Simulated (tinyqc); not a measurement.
Two coupled magnetic layers: synthetic antiferromagnet, spin flop, exchange bias and magnetoresistance. Changing the field over the saturation field. Computed by tinyqc, a small Python program. Command: `OMP_NUM_THREADS=1 python tinyqc.py 3003892 3003893 out.jsonl saf sweep`. One thread of a shared host (Intel(R) Xeon(R) Processor @ 2.30GHz), about 0.9 s of CPU time with the checks.

Moments lie in the plane at the angles p1, p2 from the field. Energy per area: E = J1 cos(p1 - p2) + J2 cos^2(p1 - p2) - B M_s (t1 cos p1 + t2 cos p2) + K (t1 cos^2 p1 + t2 cos^2 p2).

Inputs (values chosen for the exercise, for a model stack):

| quantity | value | unit |
|---|---|---|
| saturation magnetisation M_s | 851 | kA/m |
| thickness t1 | 3.7 | nm |
| thickness t2 | 2.4 | nm |
| antiferromagnetic coupling J1 | 0.1 | mJ/m^2 |
| biquadratic coupling J2 | 0 | mJ/m^2 |
| in-plane anisotropy K | 3.5 | kJ/m^3 |
| spin polarisation P1 | 0.67 | - |
| spin polarisation P2 | 0.32 | - |
| resistance-area product, parallel | 2 | ohm micrometre^2 |

Field direction: along the hard axis.

Method:
- The parallel state is stable while the Hessian at p1 = p2 = 0 is positive: with c = J1 + 2 J2 and u = B M_s - 2K, (u t1 - c)(u t2 - c) > c^2, so B_sat M_s = c (1/t1 + 1/t2) + 2K. B_K = 2K/M_s.
- The lowest minimum of E over both angles (from five starts; of two mirror images the one with p1 >= 0, and for equal layers |p1| <= |p2|).
- Julliere: TMR = 2 P1 P2/(1 - P1 P2). Conductance G(theta) = G0 (1 + P1 P2 cos theta), so RA(theta) = RA_P (1 + P1 P2)/(1 + P1 P2 cos theta); theta = p2 for the layer next to the barrier.

One run for each value:

| field over the saturation field | m/m_sat along B | p1 (degrees) | p2 (degrees) | RA at this field (ohm micrometre^2) |
|---|---|---|---|---|
| 0.05 | 0.07136 | 81.267 | -93.020 | 2.4565 |
| 0.16 | 0.20748 | 65.235 | -96.803 | 2.4921 |
| 0.28 | 0.32259 | 54.815 | -93.924 | 2.4650 |
| 0.39 | 0.41997 | 49.109 | -86.662 | 2.3989 |
| 0.51 | 0.52874 | 43.977 | -76.440 | 2.3125 |
| 0.62 | 0.63167 | 39.001 | -65.959 | 2.2337 |
| 0.74 | 0.74645 | 32.541 | -53.302 | 2.1530 |
| 0.85 | 0.85314 | 24.886 | -39.656 | 2.0847 |
| 0.97 | 0.97054 | 11.192 | -17.362 | 2.0162 |

Over the rows, m/m_sat along B rises from 0.0714 to 0.971 (exponent d ln y / d ln x 0.92 between the first rows and 0.98 between the last); p1 (degrees) falls from 81.3 to 11.2 (exponent d ln y / d ln x -0.19 between the first rows and -6.1 between the last); p2 (degrees) goes from -93.0 through a minimum among these rows, -96.8 at 0.160, to -17.4.

Extremes, crossings and ranges named in words are read from the listed rows.
